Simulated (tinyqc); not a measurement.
Born-Mayer model of an ionic crystal AB: one step, computed by the program tinyqc.

Energies are per ion pair and r is the nearest distance of unlike ions.

Question. Terms of the lattice energy. Madelung constant M, unlike neighbours z1, like neighbours z2 at f r, volume per pair: rock salt 1.747565, 6, 12, sqrt2, 2 r^3; caesium chloride 1.762675, 8, 6, 2/sqrt3, 8 r^3/(3 sqrt3); zinc blende 1.638055, 4, 12, sqrt(8/3), 16 r^3/(3 sqrt3). U(r) = -M z^2 e^2/(4 pi eps_0 r) + z1 lambda exp(-r/rho).

Inputs (values chosen for the exercise, for a model salt): ionic charge z = 1; unlike repulsion lambda = 213 eV; range rho = 0.327 angstrom.

Structure: caesium chloride. Short range: nearest neighbours only.

equilibrium distance r0 = 2.280168 angstrom

Constants: e^2/(4 pi eps_0) = 14.39964548 eV angstrom.

Give: terms; lattice energy U.

Answer.

terms (eV): Coulomb -11.13, unlike repulsion 1.60

lattice energy U = -9.535 eV per pair

The short-range terms together cancel 14.3 % of the Coulomb energy, which is rho/r0 = 0.1434: U = -(M z^2 e^2/(4 pi eps_0 r0))(1 - rho/r0).
